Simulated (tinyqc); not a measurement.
Nanosheet or nanowire with hard walls, valleys of the Ge type, step by step. Values are carried at full precision from step to step, so a last printed digit may differ when a step is redone from the rounded ones.

Four ellipsoidal valleys along <111>: inverse mass tensor w = 1/mt + (1/ml - 1/mt) a a^T with a the unit axis. Device axes: x along the channel, z = [001], y = z x x. The Gamma and Delta valleys are left out; the heavy Delta valleys, about 0.18 eV up, lie lowest once the L levels pass about 0.2 eV.

Constants: hbar^2/2m0 = 3.80998211 eV angstrom^2; hbar = 6.58211957e-16 eV s; e^2/h = 3.874045865e-05 S; kB = 8.617333262e-05 eV/K.

Parameters, chosen for this exercise (near those of Ge; the results hold for these values, not for the real material):

| symbol | value | unit | meaning |
|---|---|---|---|
| ml | 1.613 | m0 | longitudinal mass |
| mt | 0.081 | m0 | transverse mass |
| channel | 110 |  | transport direction x on a (001) wafer |
| W | 35 | angstrom | width, along y |
| H | 66 | angstrom | height, along z = [001] |
| dE | 0.186 | eV | EF above the lowest subband edge |
| T | 300 | K | temperature |
| g_all | 4 |  | number of valleys |

## Valley masses for a [110] channel

Rotate w into the device axes and group equal valleys (|w_yz| counts); order by w_zz, then w_yy. 1/m_x = w_xx - w_xc w_c^-1 w_cx with c the block (y, z).

Valleys:

| group | valleys g | w_yy | w_zz | \|w_yz\| | m_x (m0) |
|---|---|---|---|---|---|
| A | 2 | 4.5285 | 8.4371 | 5.5276 | 0.0810 |
| B | 2 | 12.3457 | 8.4371 | 0.0000 | 1.1023 |

The lightest transport mass, 0.081 m0, belongs to group A.

## One-dimensional subbands

Hard walls around a W x H rectangle. The block w_c of w in (y, z) confines; the transport mass follows from 1/m_x = w_xx - w_xc w_c^-1 w_cx. The cross-section problem c (w_yy ky^2 + 2 w_yz ky kz + w_zz kz^2), c = hbar^2/2m0, is solved in products sin(n pi y/W) sin(l pi z/H), n, l = 1 to 12; if w_yz = 0 the levels are c pi^2 (w_yy n^2/W^2 + w_zz l^2/H^2). The w_yz term couples (n, l) to (n', l') by -2 c w_yz D_nn'(W) D_ll'(H) with D_nm(L) = 4 n m/(L (n^2 - m^2)) for n + m odd and 0 otherwise.

The ten lowest levels of all groups together, numbered within each group.

Subbands:

| label | valleys g | m_x (m0) | E (eV) |
|---|---|---|---|
| A1 | 2 | 0.0810 | 0.1689 |
| A2 | 2 | 0.0810 | 0.2467 |
| A3 | 2 | 0.0810 | 0.3440 |
| A4 | 2 | 0.0810 | 0.4440 |
| B1 | 2 | 1.1023 | 0.4518 |
| A5 | 2 | 0.0810 | 0.5563 |
| A6 | 2 | 0.0810 | 0.6019 |
| B2 | 2 | 1.1023 | 0.6703 |
| A7 | 2 | 0.0810 | 0.6820 |
| A8 | 2 | 0.0810 | 0.7259 |

The lowest subband is A1; the number of further ones in the list within kB T = 25.9 meV of it at 300 K is 0.

## Modes, density and velocity at zero temperature

With EF = E_lowest + dE, each subband below EF has k_F = sqrt(m_x (EF - E)/c), carries n = 2 g k_F/pi electrons per length (spin included), moves at v = 2 c k_F/(hbar m_x) and adds 2 g e^2/h to the ballistic conductance; c = hbar^2/2m0, 1 angstrom/s = 1e-8 cm/s.

Occupied subbands:

| label | k_F (1/angstrom) | n (1/nm) | v (1e7 cm/s) |
|---|---|---|---|
| A1 | 0.0629 | 0.801 | 8.99 |
| A2 | 0.0479 | 0.610 | 6.85 |
| A3 | 0.0152 | 0.193 | 2.17 |

total n = 1.604 1/nm
ballistic conductance = 464.9 microsiemens

EF lies below the last listed level, so the count is complete for these valleys (other families, and non-parabolicity above about 0.2 eV, are left out): 3 subbands with 6 valley modes. The Fermi velocity, averaged with the densities as weights, is 7.35 x 1e7 cm/s; the mean over all filled states moving one way is half of it.

## Threshold shift from confinement

Without degeneracy the line density is N1 exp((EF - Ec)/kB T) with N1 = sum 2 g sqrt(m_x kB T/(4 pi c)) exp(-E/kB T), here over n, l up to 80 where w_yz = 0 and over all levels of a 12 x 12 sine basis otherwise; the classical value is W H Nc with Nc = 2 g_all (m_dos kB T/(4 pi c))^(3/2), m_dos = (ml mt^2)^(1/3); dVt = kB T ln(W H Nc/N1).

Form N1, W H Nc and dVt.

N1 = 0.0004048 1/nm
W H Nc = 0.2385 1/nm
dVt = 164.9 mV

## Checks

- Lowest level of group A on a 40 x 40 difference grid against the sine basis, eV: both 0.169.

Run: tinyqc, `OMP_NUM_THREADS=1 python tinyqc.py 1281237 1281238 out.jsonl`; Intel(R) Xeon(R) Processor @ 2.30GHz, one thread, shared host; about 0.3 s of CPU time with all checks.
